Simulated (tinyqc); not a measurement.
Haynes-Shockley experiment: what a collector records, against the lifetime.

A sheet injected at x = 0, t = 0 gives at x = L the signal n(t) = N0 exp(-t/tau - (L - v t)^2/(4 D t))/sqrt(4 pi D t), D = mu Vt, v = mu F. Its peak lies at tp = [-D + sqrt(D^2 + u^2 L^2)]/u^2, u^2 = v^2 + 4 D/tau; dt is the full width at half height. Simple readings: mobility L/(F tp), diffusion coefficient (L dt/tp)^2/(16 ln 2 tp). Area v times the integral of n over N0: (v/u) exp(L (v - u)/(2 D)).

Inputs (values chosen for the exercise):
```
symbol  value        unit                              meaning
T         300           K                          temperature
mu        197  cm^2/(V s)            minority-carrier mobility
F         9.3        V/cm          sweep field along the drift
L         520          um  distance from injector to collector
```

Constants: q = 1.602176634e-19 C, kB = 1.380649e-23 J/K, Vt = kB T/q. Results are converted to the units shown.

The same in every row: L/v (us) = 28.383.

Result of one run:
```
tau (s)	tp (us)	dt (us)	apparent mobility (cm^2/(V s))	apparent D (cm^2/s)	area	exp(-L/(v tau))
4e-5	25.163	19.032	222.21	5.5432	0.46994	0.49186
```

What becomes of these results when the lifetime tau is changed from 4e-5 to 0.0001 s, all else the same?

Result of the changed run:
```
tau (s)	tp (us)	dt (us)	apparent mobility (cm^2/(V s))	apparent D (cm^2/s)	area	exp(-L/(v tau))
0.0001	26.165	20.217	213.69	5.5630	0.73410	0.75290
```

The whole series:
```
tau (s)	tp (us)	dt (us)	apparent mobility (cm^2/(V s))	apparent D (cm^2/s)	area	exp(-L/(v tau))
4e-6	17.297	10.698	323.27	5.3928	0.0026108	8.2867e-4
8e-6	20.557	13.940	271.99	5.4540	0.035697	0.028787
2e-5	23.724	17.378	235.69	5.5150	0.23276	0.24192
4e-5	25.163	19.032	222.21	5.5432	0.46994	0.49186
0.0001	26.165	20.217	213.69	5.5630	0.73410	0.75290
0.0002	26.528	20.652	210.77	5.5702	0.85573	0.86770
0.0005	26.753	20.923	209.00	5.5747	0.93929	0.94482
0.001	26.829	21.016	208.41	5.5762	0.96912	0.97202
```

True values: mu = 197 cm^2/(V s), D = 5.09 cm^2/s. The apparent mobility is 64 % above the true one in the first row and 5.8 % above it in the last, and the apparent D 5.9 % above and 9.5 % above D. The peak always comes before L/v, since spreading and decay both weigh down the later part of the signal; the shift is 39 % and 5.5 % in these rows.

tinyqc, about 0.01 s, one thread, Intel Xeon 2.30GHz (shared host): `OMP_NUM_THREADS=1 python tinyqc.py 2310040 2310041 out.jsonl`
